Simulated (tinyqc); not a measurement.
# Gate voltage for a wanted density

Problem. A HEMT has a barrier of thickness d, permittivity eb and off voltage Voff; energies are counted from the channel band edge at the interface. F = q (eta ns + Nb)/(eps0 ec) in eV/nm; E_k = a_k (C F^2/me)^(1/3), a_0 = 2.338107, a_1 = 4.087949, C = hbar^2/(2 m0); D = me m0 q/(pi hbar^2); ns = D Vt [ln(1 + exp((EF - E_0)/Vt)) + ln(1 + exp((EF - E_1)/Vt))], which gives EF = E_0 + Vt ln{2 s/[(1 + u) + sqrt((1 + u)^2 + 4 u s)]} with s = exp(ns/(D Vt)) - 1, u = exp((E_0 - E_1)/Vt). Charge control: ns + Nb = eps0 eb (Vg - Voff - EF)/(q d). Find E_0, E_1, EF and the Vg that gives this ns.

Values chosen for this exercise; material values close to those of AlGaN on GaN:

| symbol | value | unit | meaning |
|---|---|---|---|
| T | 300 | K | temperature |
| d | 19 | nm | barrier thickness |
| me | 0.21 | m0 | electron mass in the channel |
| ec | 9.57 |  | relative permittivity of the channel |
| eta | 0.6 |  | share of ns that counts in the confining field |
| Nb | 7.1e10 | cm^-2 | depletion charge of the buffer |

Constants: q = 1.602176634e-19 C, kB = 1.380649e-23 J/K, hbar = 1.054571817e-34 J s, m0 = 9.1093837015e-31 kg, Vt = kB T/q, eps0 = 8.8541878128e-14 F/cm where lengths are in cm, hbar^2/(2 m0) = 0.0380998212 eV nm^2. Results are converted to the units shown.

ns = 3.96e12 cm^-2
eb = 9.4017000
Voff = -6.4875847 V

Solution. In this direction nothing needs iterating: ns fixes the field, the levels and EF, and the charge-control relation gives Vg.

E_0 = 0.1706 eV
E_1 = 0.2983 eV
EF = 0.2098 eV
Vg = -4.804 V

Computed by the program tinyqc: `OMP_NUM_THREADS=1 python tinyqc.py 2180029 2180030 out.jsonl`, one thread of a shared Intel Xeon 2.30GHz, about 0.01 s for the whole run.
